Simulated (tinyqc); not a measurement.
Worked calculation: anisotropic wet etching of Si(100): plane rates, V-grooves, membranes and undercut. Computed by tinyqc, a small Python program that keeps every step. Command: `OMP_NUM_THREADS=1 python tinyqc.py 3009369 3009370 out.jsonl wetetch walk`. One thread of a shared host (Intel(R) Xeon(R) Processor @ 2.30GHz), about 0.01 s of CPU time with the checks. Intermediate numbers are printed to about 6 digits and carried at full precision; extremes and crossings named in words are read from the listed rows.

A long slot opens the mask on a (100) wafer. The floor etches at R100; (111) walls stand at theta = arctan(sqrt2) = 54.7356 degrees to the surface and recede at R111 along their normal.

Inputs (values chosen for the exercise, close to those used for potassium hydroxide solutions): prefactor k0 of the (100) rate = 4.4e+08 um/min; activation energy of (100), E = 0.597 eV; ratio (100)/(111) at 80 C = 160; extra energy of (111), dE = 0.09 eV; ratio (100)/oxide at 80 C = 150; extra energy of the oxide, dE_ox = 0.26 eV; corner undercut rate over (100) rate, c = 1.7; bath temperature T = 80 C; width w (mask opening along <110>, or membrane width in the design step) = 69 um; misalignment of the mask = 0.2 degrees; etch time t = 94 min; wafer thickness d = 380 um; membrane thickness wanted = 16 um.

Constants: k_B = 8.617333262e-05 eV/K.

## Rates

R100 = k0 exp(-E/(k_B T)); a ratio given at 80 C scales as exp[(extra energy/k_B)(1/T - 1/353.15 K)]; R111 and R_ox follow by division. Temperatures in kelvin are T(C) + 273.15.

R100 = 1.32956 um/min

R111 = 0.00830976 um/min

R_ox = 0.00886375 um/min

anisotropy R100/R111 = 160

## Shape after the time t

A misaligned edge exposes ledges and adds R100 sin(misalignment) to the lateral rate (a simple estimate): u = R111/sin(theta) + R100 sin(misalignment). Top width W = w + 2 u t; floor width b = W - 2 z/tan(theta) = W - sqrt2 z. The floor lasts until b = 0, at t_V = w/(sqrt2 R100 - 2u); depth z = R100 t before t_V and W/sqrt2 after.

lateral rate u = 0.0148184 um/min

time t_V to close the V = 37.2842 min

top width W = 71.7859 um

depth z = 50.7603 um

floor width b = 0 um

The groove has closed to a V and now deepens at sqrt2 u = 0.0210 um/min, 1.6 % of R100.

## Designing a membrane from the back side

Etch depth d - membrane, time = depth/R100; for a membrane as wide as w the opening must be w + sqrt2 depth - 2 u time; oxide mask consumed R_ox x time; a 1 K error changes the depth by the fraction E/(k_B T^2); a convex mask corner, such as that of a mesa, would retreat by c x depth.

time to reach the membrane = 273.774 min

opening needed = 575.660 um

oxide consumed = 2426.67 nm

depth error per kelvin = 20.2202 um

retreat of a convex corner = 618.8 um

The error per kelvin is 126 % of the membrane, so a timed etch cannot hold it and an etch stop is needed. The oxide loss calls for a nitride mask. A corner retreat larger than the depth shows why mesas need compensation structures. Caution: the remaining silicon is too narrow for its thickness to act as a membrane. Caution: rates also depend on concentration, doping, additives and stirring, all held fixed here.

## Speed against selectivity over temperature

Each row etches to the depth d - membrane; undercut per side = (R111/sin(theta) + R100 sin(misalignment)) x time.

Etching to a fixed depth:
```
T (C)  R100 (um/min)  R100/R111  time (h)  undercut (um)  oxide consumed (nm)
30           0.05230    260.591   115.996        2.98135               592.96
40           0.10850    233.442    55.912        3.18031               814.82
50           0.21516    210.551    28.196        3.38793              1097.86
60           0.40949    191.084    14.815        3.60363              1452.99
70           0.75063    174.401     8.082        3.82681              1891.83
80           1.32956    160.000     4.563        4.05689              2426.67
90           2.28200    147.486     2.658        4.29330              3070.32
100          3.80494    136.546     1.594        4.53548              3836.02
```

From 30 to 100 C the time falls by a factor 72.8, while the oxide loss grows by 6.47 and the undercut by 1.52: the slower planes and the mask have the higher activation energies, so heat costs selectivity. Misalignment gives 1.27 um of the undercut at any T.

Checks made by the program: depth against time integration (relative difference below 1e-10).
